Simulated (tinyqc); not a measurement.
What moves the results: interface roughness in a thin film (subband fluctuation and scattering). A value that a table varies takes the place of the one given here.

Square well of width t, barriers V0, c = hbar^2/2m0: E1 solves k t + 2 atan[(k/mz)/(kappa/mb)] = pi, k = sqrt(mz E/c), kappa = sqrt(mb (V0 - E)/c). One interface is rough, so the subband edge fluctuates by G dt with G = |dE1/dt| (central difference of 0.01 angstrom; 2 E1/t for hard walls).

Gaussian roughness spectrum S(q) = pi D^2 Lc^2 exp(-q^2 Lc^2/4). Degenerate gas, taken to fill one subband (the second starts to fill once c kF^2/md exceeds E2 - E1, which is not tested here): kF = sqrt(2 pi Ns/gv), q = 2 kF sin(theta/2), 1/tau = (md/(2 pi c hbar)) G^2 times the integral from 0 to pi of S(q)(1 - cos theta)/eps(q)^2 dtheta, eps(q) = 1 + qs/q with screening (qs = gv md q0/(c eps), q0 = e^2/(4 pi eps0), form factors left out, which overstates the screening; other scattering is left out too, so these values lie far above measured mobilities in all but the thinnest films) or 1 without; mobility = tau c2/md with c2 = e/m0 = 1.75882e15 cm^2/(V s^2); 1e12/cm^2 = 1e-4/angstrom^2.

Constants: hbar^2/2m0 = 3.80998211 eV angstrom^2; hbar = 6.58211957e-16 eV s; e^2/(4 pi eps0) = 14.39964547 eV angstrom.

Inputs chosen for the exercise (near those of a thin GaN channel; shifted at random, so the results belong to these values and not to a real crystal):

| symbol | value | unit | meaning |
|---|---|---|---|
| mz | 0.204 | m0 | confinement mass |
| V0 | 1.82 | eV | barrier |
| mb | 0.3 | m0 | barrier mass |
| md | 0.205 | m0 | mass in the plane |
| gv | 1 |  | valleys |
| D | 3.6 | angstrom | rms height of the roughness |
| Lc | 10 | angstrom | correlation length |
| Ns | 8.5 | x 1e12/cm^2 | sheet density |
| eps | 9.4 |  | mean dielectric constant at the channel |
| ts | (23, 29, 36, 42, 52, 67, 88) | angstrom | thicknesses |
| t | 42 | angstrom | film thickness |
| Ll | (5, 10, 16, 25, 40, 65, 100) | angstrom | correlation lengths |

## The sixth-power law

Screened mobility against thickness for the finite barrier and for hard walls.

Results:

| t (angstrom) | E1 (meV) | G (meV/angstrom) | mobility (cm^2/(V s)) | the same, hard walls |
|---|---|---|---|---|
| 23 | 194.5 | 12.619 | 1.38e+03 | 240 |
| 29 | 136.3 | 7.406 | 4.01e+03 | 963 |
| 36 | 96.2 | 4.393 | 1.14e+04 | 3.52e+03 |
| 42 | 74.4 | 2.989 | 2.46e+04 | 8.88e+03 |
| 52 | 51.6 | 1.726 | 7.38e+04 | 3.20e+04 |
| 67 | 33.0 | 0.882 | 2.83e+05 | 1.46e+05 |
| 88 | 20.1 | 0.420 | 1.25e+06 | 7.52e+05 |

How do the results move?

With hard walls G goes as 1/t^3 and the mobility as t^6. With the finite barrier the local exponent is 4.60 at the thin end and 5.45 at the thick end, since the envelope leaks out and softens the dependence. The least value is 1.38e+03 cm^2/(V s). EF - E1 = 99 meV exceeds about 3 E1, the distance to the next subband of the ladder, from 67 angstrom on, where the one-subband formula no longer holds. The gate field, which also presses carriers to the interface, is left out.

## Correlation length

Fixed D; bare and screened mobility.

Results:

| Lc (angstrom) | kF Lc | bare mobility (cm^2/(V s)) | screened mobility (cm^2/(V s)) |
|---|---|---|---|
| 5 | 0.37 | 2.55e+04 | 7.21e+04 |
| 10 | 0.73 | 8.53e+03 | 2.46e+04 |
| 16 | 1.17 | 5.89e+03 | 1.79e+04 |
| 25 | 1.83 | 7.35e+03 | 2.65e+04 |
| 40 | 2.92 | 1.42e+04 | 8.35e+04 |
| 65 | 4.75 | 2.50e+04 | 2.76e+05 |
| 100 | 7.31 | 3.93e+04 | 8.06e+05 |

What does this show?

The bare mobility is lowest at Lc = 16 angstrom of those listed (kF Lc = 1.17). The screened mobility is lowest at Lc = 16 angstrom of those listed (kF Lc = 1.17). Short roughness averages out (mobility as 1/Lc^2; the first two rows give exponent -1.58), and long roughness deflects only by small angles (bare mobility rising as Lc; the last two rows give 1.05).

## What each parameter does

G, G D, and the screened mobility. Each row changes one parameter from the base and keeps the others.

Results:

| case | G (meV/angstrom) | G D (meV) | mobility (cm^2/(V s)) |
|---|---|---|---|
| base | 2.989 | 10.76 | 2.461e+04 |
| t = 48 angstrom | 2.125 | 7.65 | 4.872e+04 |
| D = 4.68 angstrom | 2.989 | 13.99 | 1.456e+04 |
| Lc = 18 angstrom | 2.989 | 10.76 | 1.828e+04 |
| Ns = 13.6 x 1e12/cm^2 | 2.989 | 10.76 | 2.629e+04 |
| mz = 0.235 m0 | 2.758 | 9.93 | 2.892e+04 |
| md = 0.236 m0 | 2.989 | 10.76 | 2.089e+04 |
| V0 = 1.27 eV | 2.728 | 9.82 | 2.954e+04 |
| eps = 11.3 | 2.989 | 10.76 | 2.140e+04 |

What can be read from the table?

The largest shifts from the base row, up to three for each result and ties (the steps differ in size, so this ranks the rows, not the parameters). G (meV/angstrom): t -0.864, V0 -0.261, mz -0.231; unchanged at the printed digits by D, Lc, Ns, md and eps. G D (meV): D +3.23, t -3.11, V0 -0.94; unchanged at the printed digits by Lc, Ns, md and eps. mobility (cm^2/(V s)): t +2.41e+04, D -1.00e+04, Lc -6.33e+03. In the base case G D is 0.11 times EF - E1 = 99.3 meV.

(tinyqc, `OMP_NUM_THREADS=1 python tinyqc.py 1280983 1280984 out.jsonl`, Intel(R) Xeon(R) Processor @ 2.30GHz, 1 thread, shared host, about 0.01 s.)
